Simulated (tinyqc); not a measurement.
Stripping the layer step by step: sheet resistance and Hall data of a diffused or implanted layer. Computed by tinyqc, a small Python program. Command: `OMP_NUM_THREADS=1 python tinyqc.py 3018854 3018855 out.jsonl layer walk`. One thread of a shared host (Intel(R) Xeon(R) Processor @ 2.30GHz), about 0.01 s of CPU time with the checks.

Carriers are taken equal to the net active doping down to the junction (full ionisation, which deep dopants in wide-gap hosts do not reach; no spill-over, no depletion), and the Hall factor is 1.

Inputs (values chosen for the exercise, modelled on phosphorus in silicon):
```
quantity                                 value        unit
mu_min                                    65.1  cm^2/(V s)
mu_max                                    1400  cm^2/(V s)
N_ref                                  8.5e+16      1/cm^3
exponent alpha                             0.7           -
peak concentration N_0                 5.9e+19      1/cm^3
length scale l                              47          nm
background doping N_B (opposite type)  2.8e+15      1/cm^3
```

Profile: complementary error function. Activation: complete.

Constants: e = 1.602176634e-19 C.

Method:
- N(x) = N_0 erfc(x/l), dose N_0 l/sqrt(pi), junction x_j = l erfc^-1(N_B/N_0).
- Mobility mu = mu_min + (mu_max - mu_min)/(1 + (N_t/N_ref)^alpha), N_t = active doping + N_B; carriers n = active doping - N_B, all dopants active.
- Integrals from x_0 (0 unless stated) to x_j by the midpoint rule on 400 even intervals: 1/R_s = e int n mu dx; sheet density n_s = int n dx; Hall sheet density (int n mu dx)^2/int n mu^2 dx; Hall mobility int n mu^2 dx/int n mu dx.
- After removing a depth d the integrals start at d. Differences between neighbouring rows give the local conductivity -d(1/R_s)/dx at the middle of the slice (the last slice uses one more step, not listed).

junction depth x_j = 135.190 nm

Differential sheet resistance:
```
removed d (nm)  R_s (ohm)  slice conductivity (S/cm)  sigma at mid-slice (S/cm)
0                     429                     634.42                     633.79
14                    692                     431.47                     429.68
28                   1189                     269.33                     267.17
42                   2154                     157.16                     155.33
56                   4095                      88.03                      86.83
70                   8266                      48.01                      47.35
84                  18601                      24.57                      24.21
98                  51659                      10.48                      10.20
```

What follows from these numbers?

R_s doubles after removing between 14.0 and 28.0 nm of a layer 135 nm deep, so half the current flows above that depth. Where sigma exceeds a tenth of its largest listed value, the slice values agree with it within 2 %.

Extremes, crossings and ranges named in words are read from the listed rows.
